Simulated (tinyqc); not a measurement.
Schottky emission and Poole-Frenkel conduction in an insulator, and how to tell them apart: two steps of the calculation.

Schottky emission (electrode-limited): J = As T^2 exp[-(pb - b sqrt(F))/Vt], b = sqrt(q/(4 pi eps0 ei)). Poole-Frenkel emission (bulk-limited): J = s0 F exp[-(pt - 2 b sqrt(F))/Vt]. F in V/cm.

Values chosen for this exercise; dielectric values close to those of zirconium oxide:
```
symbol,value,unit,meaning
T,400,K,temperature
ei,4.46,,high-frequency relative permittivity
es,25.7,,static relative permittivity
pt,0.81,eV,trap depth
s0,0.34,S/cm,Poole-Frenkel prefactor
pb,1.47,eV,electrode barrier
As,60,A/(cm^2 K^2),Richardson constant
F,1.4,MV/cm,field
```

Constants: q = 1.602176634e-19 C, kB = 1.380649e-23 J/K, Vt = kB T/q, eps0 = 8.8541878128e-14 F/cm where lengths are in cm. Results are converted to the units shown.

Task 1. Both currents at one field. Lowerings b sqrt(F) and 2 b sqrt(F); the image-force maximum lies at sqrt(q/(16 pi eps0 ei F)) from the electrode.

Give: Schottky lowering; position of the barrier top; Poole-Frenkel lowering; J, Schottky; J, Poole-Frenkel.

Result 1.

Schottky lowering = 212.6 meV
position of the barrier top = 0.7593 nm
Poole-Frenkel lowering = 425.2 meV
J, Schottky = 1.380e-9 A/cm^2
J, Poole-Frenkel = 6.752 A/cm^2

Injection and bulk transport act in series, so the smaller capacity limits the current: here the electrode, by a factor of 4.89e9.

Task 2. Which mechanism made these data. The data come from another sample of the same dielectric, in which one mechanism alone limits the current. Fit straight lines by least squares: ln J on sqrt(F) (Schottky plot, slope b/Vt) and ln(J/F) on sqrt(F) (Poole-Frenkel plot, slope 2 b/Vt), F in V/cm, and read a permittivity from each slope. The right mechanism gives a value near ei, and in any case between ei and es.

| point | F (MV/cm) | J (A/cm^2) |
|---|---|---|
| 0 | 0.71 | 0.01081 |
| 1 | 1.14 | 0.1814 |
| 2 | 1.57 | 1.724 |
| 3 | 2 | 11.79 |
| 4 | 2.43 | 64.73 |
| 5 | 2.86 | 302.6 |

Give: slope of the Schottky plot; permittivity read as Schottky; slope of the Poole-Frenkel plot; permittivity read as Poole-Frenkel.

Result 2.

slope of the Schottky plot = 0.012055 (cm/V)^0.5
permittivity read as Schottky = 0.83401
slope of the Poole-Frenkel plot = 0.010425 (cm/V)^0.5
permittivity read as Poole-Frenkel = 4.4602

Both plots are nearly straight, so straightness decides nothing. Read as Poole-Frenkel the data give 4.46, which matches ei = 4.46; read as Schottky they give 0.834, below 1 and impossible. The data are Poole-Frenkel.

Computed by the program tinyqc: `OMP_NUM_THREADS=1 python tinyqc.py 2370049 2370050 out.jsonl`, one thread of a shared Intel Xeon 2.30GHz, about 0.01 s for the whole run.
